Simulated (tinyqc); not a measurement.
From results to parameters: Luttinger model of the valence bands. Computed by the program tinyqc.

Problem. In the four-band Luttinger model 1/m = g1 -/+ 2 g2 along [100] and g1 -/+ 2 g3 along [111]. Find g1, g2, g3 and the light hole mass along [111].

heavy and light hole masses along [100] (electron masses): 0.675676  0.130890
heavy hole mass along [111] = 0.625000 electron masses

Solution. The mean of the two inverse masses along [100] is g1 and a quarter of their difference is g2; g3 = (g1 - 1/m_hh[111])/2.

g1, g2, g3: 4.5600  1.5400  1.4800
light hole mass along [111] = 0.1330 electron masses
